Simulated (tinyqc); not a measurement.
# Long-channel MOSFET, surface-potential model: two studies

n-channel transistor on a uniformly doped p-type body, gradual-channel approximation, constant mobility, Boltzmann statistics, full ionisation. Potentials are counted from the neutral body; V is the electron quasi-Fermi potential, Vsb at the source and Vsb + Vds at the drain. Charges are magnitudes per area.

Values chosen for this exercise; material values those of a made-up semiconductor: temperature T = 273 K; band gap Eg = 3.09 eV; relative permittivity of the semiconductor eps_r = 8.65; conduction-band density of states at T Nc = 1.72e19 cm^-3; valence-band density of states at T Nv = 2.8e19 cm^-3; acceptor density of the body Na = 4.6e17 cm^-3; relative permittivity of the gate insulator eox = 8.65; insulator thickness tox = 5.1 nm; flat-band voltage Vfb = -1.24 V; channel mobility mu = 140 cm^2/(V s); gate width W = 5 um; gate length L = 0.5 um; source-body reverse bias Vsb = 1 V; gate-source voltage Vgs = 2.78 V; drain-source voltage Vds = 0.8 V.

Constants: q = 1.602176634e-19 C, kB = 1.380649e-23 J/K, Vt = kB T/q, eps0 = 8.8541878128e-14 F/cm where lengths are in cm. Results are converted to the units shown.

Each table varies one quantity; the others keep the values above.

## Effect of the source-body reverse bias

ni = sqrt(Nc Nv) exp(-Eg/(2 Vt)), Eg in volts; phiF = Vt ln(Na/ni); Cox = eps0 eox/tox; gamma = sqrt(2 q eps0 eps_r Na)/Cox. The surface potential psi at channel potential V solves Vgs + Vsb - Vfb - psi = gamma sqrt(G), G = psi - Vt + Vt exp((psi - 2 phiF - V)/Vt). Charge sheet: Qi = Cox gamma [sqrt(G) - sqrt(psi - Vt)]; I = mu (W/L) [integral of Qi dpsi from psi_0 to psi_L (drift) + Vt (Qi0 - QiL) (diffusion)], with psi_0 at V = Vsb and psi_L at V = Vsb + Vds. VT = Vfb + 2 phiF + gamma sqrt(2 phiF + Vsb), m = 1 + gamma/(2 sqrt(2 phiF + Vsb)). The swing is 20 mV/log10[I(VT - 0.14 V)/I(VT - 0.16 V)] of the charge-sheet current at the given Vds.

The same in every row: gamma (V^0.5) = 0.2237.

Results:
```
Vsb (V)	VT (V)	m	swing (mV/decade)	I at Vgs, Vds (uA)
0	2.050	1.066	58.08	349.1
0.5	2.081	1.061	57.75	315.7
1	2.110	1.057	57.49	286.0
2	2.164	1.050	57.10	235.2
2.5	2.188	1.048	56.95	213.4
3	2.212	1.046	56.82	193.4
```

Estimate the missing row, Vsb = 1.5 V.

Computed row:
```
Vsb (V)	VT (V)	m	swing (mV/decade)	I at Vgs, Vds (uA)
1.5	2.138	1.053	57.27	259.3
```

With this row back in the table: As Vsb goes from 0 to 3 V, VT rises from 2.05 to 2.21 V, the swing falls from 58.1 to 56.8 mV a decade and the current falls from 349 to 193 uA. The swing is 0.62 % above m Vt ln 10 in the first row and 0.27 % above it in the last. In every row the surface electron density at the source passes 0.3 Nc, where degeneracy and quantisation, left out here, matter.

## Effect of the insulator thickness

Same model as above.

Result of one run:
```
tox (nm)	gamma (V^0.5)	VT (V)	m	swing (mV/decade)	I at Vgs, Vds (uA)
5.6	0.2457	2.154	1.062	57.79	223.5
```

What becomes of these results when the insulator thickness tox is changed from 5.6 to 2.3 nm, all else the same?

Result of the changed run:
```
tox (nm)	gamma (V^0.5)	VT (V)	m	swing (mV/decade)	I at Vgs, Vds (uA)
2.3	0.1009	1.868	1.026	55.76	1247
```

The whole series:
```
tox (nm)	gamma (V^0.5)	VT (V)	m	swing (mV/decade)	I at Vgs, Vds (uA)
1.7	0.07458	1.816	1.019	55.39	1872
2.3	0.1009	1.868	1.026	55.76	1247
3.1	0.1360	1.937	1.034	56.25	785.1
4.2	0.1843	2.032	1.047	56.93	445.4
5.6	0.2457	2.154	1.062	57.79	223.5
7.6	0.3334	2.327	1.084	59.03	77.08
10	0.4387	2.535	1.111	60.50	13.13
```

As tox goes from 1.7 to 10 nm, VT rises from 1.82 to 2.54 V, the swing rises from 55.4 to 60.5 mV a decade and the current falls from 1870 to 13.1 uA. The swing is 0.36 % above m Vt ln 10 in the first row and 0.54 % above it in the last. In every row the surface electron density at the source passes 0.3 Nc, where degeneracy and quantisation, left out here, matter.

Numbers from tinyqc (`OMP_NUM_THREADS=1 python tinyqc.py 2360016 2360017 out.jsonl`; about 0.03 s on one thread of a shared Intel Xeon 2.30GHz).
